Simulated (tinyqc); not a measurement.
Lifetime against injection: carrier lifetime from Shockley-Read-Hall, radiative, Auger and surface recombination. Computed by tinyqc, a small Python program. Command: `OMP_NUM_THREADS=1 python tinyqc.py 3008486 3008487 out.jsonl lifetime walk`. One thread of a shared host (Intel(R) Xeon(R) Processor @ 2.30GHz), about 0.02 s of CPU time with the checks.

Energies are counted from the top of the valence band. Boltzmann statistics, full ionisation, and equal excess densities of electrons and holes.

Inputs (values chosen for the exercise, with bands modelled on GaAs):
```
quantity,value,unit
gap E_g,1.44,eV
electron mass m_e,0.0684,m_0
valleys M_c,1,-
hole mass m_h,0.55,m_0
temperature T,350,K
doping N,2.4e+14,cm^-3
trap level E_t,1.21,eV
trap density N_t,7.4e+13,cm^-3
electron cross-section sigma_n,3.2e-16,cm^2
hole cross-section sigma_p,2.6e-14,cm^2
radiative coefficient B,3.1e-11,cm^3/s
Auger coefficient C_n,5.8e-32,cm^6/s
Auger coefficient C_p,5.9e-32,cm^6/s
diffusion coefficient D,4.2,cm^2/s
surface velocity S,36000,cm/s
thickness W,52,micrometre
```

Doping: p-type. Surface term: two equal surfaces.

Constants: m_0 = 9.1093837015e-31 kg; k_B = 1.380649e-23 J/K; h = 6.62607015e-34 J s; k_B = 8.617333262e-05 eV/K.

Method:
- N_c = 2 M_c (2 pi m_e k_B T/h^2)^(3/2) and N_v = 2 (2 pi m_h k_B T/h^2)^(3/2), masses in units of m_0.
- n_i = sqrt(N_c N_v) exp(-E_g/2 k_B T); majority density N/2 + sqrt(N^2/4 + n_i^2), minority density n_i^2 over it.
- v = sqrt(3 k_B T/m) with m_e or m_h; tau_n0 = 1/(sigma_n v_n N_t), tau_p0 = 1/(sigma_p v_p N_t); n1 = N_c exp(-(E_g - E_t)/k_B T), p1 = N_v exp(-E_t/k_B T).
- The slowest diffusion mode has x tan x = S W/(2 D) with 0 < x < pi/2 (bisection), and tau_s = W^2/(4 x^2 D). The common approximation is W/(2 S) + W^2/(pi^2 D).
- With n = n_0 + dn, p = p_0 + dn and U/dn = 1/tau: (n p - n_i^2)/dn = n_0 + p_0 + dn = s; 1/tau_SRH = s/[tau_p0 (n + n1) + tau_n0 (p + p1)]; 1/tau_rad = B s; 1/tau_Aug = (C_n n + C_p p) s; the rates add, with 1/tau_s.
- Rows stop below half the smaller effective density of states.

N_c = 5.65687e+17 cm^-3

N_v = 1.28984e+19 cm^-3

n_0 = 55.9518 cm^-3

p_0 = 2.40e+14 cm^-3

tau_p0 = 3.05552e-08 s

n1 = 2.75881e+14 cm^-3

tau_n0 = 8.75497e-07 s

p1 = 48.6747 cm^-3

tau_s = 7.12077e-07 s

Lifetimes (s):
```
dn (cm^-3),SRH,radiative,Auger,effective,radiative efficiency,fastest channel
1.00e+10,9.1062e-07,1.3440e-04,2.9422e+02,3.9842e-07,0.00296,surface
1.00e+11,9.1062e-07,1.3435e-04,2.9389e+02,3.9842e-07,0.00297,surface
1.00e+12,9.1060e-07,1.3385e-04,2.9063e+02,3.9841e-07,0.00298,surface
1.00e+13,9.1044e-07,1.2903e-04,2.6093e+02,3.9833e-07,0.00309,surface
1.00e+14,9.0928e-07,9.4877e-05,1.1373e+02,3.9767e-07,0.00419,surface
1.00e+15,9.0694e-07,2.6015e-05,6.1486e+00,3.9287e-07,0.01510,surface
1.00e+16,9.0616e-07,3.1502e-06,8.2469e-02,3.5394e-07,0.11235,surface
1.00e+17,9.0606e-07,3.2181e-07,8.5162e-04,1.7804e-07,0.55326,radiative
```

What does the comparison show, and why?

tau_SRH goes from 9.11e-7 s at low injection (1.04 times the minority capture time) to 9.06e-7 s in the last row; at high injection it tends to tau_n0 + tau_p0 = 9.06e-7 s. Ruling channel by row: surface from 1e10, radiative from 1e17 cm^-3. Caution: the trap density is not small against the doping, so trapped charge breaks the equality of the excess densities. Caution: the layer is thicker than two bulk diffusion lengths: adding 1/tau_s describes the late decay, and understates the surface loss in a steady state.
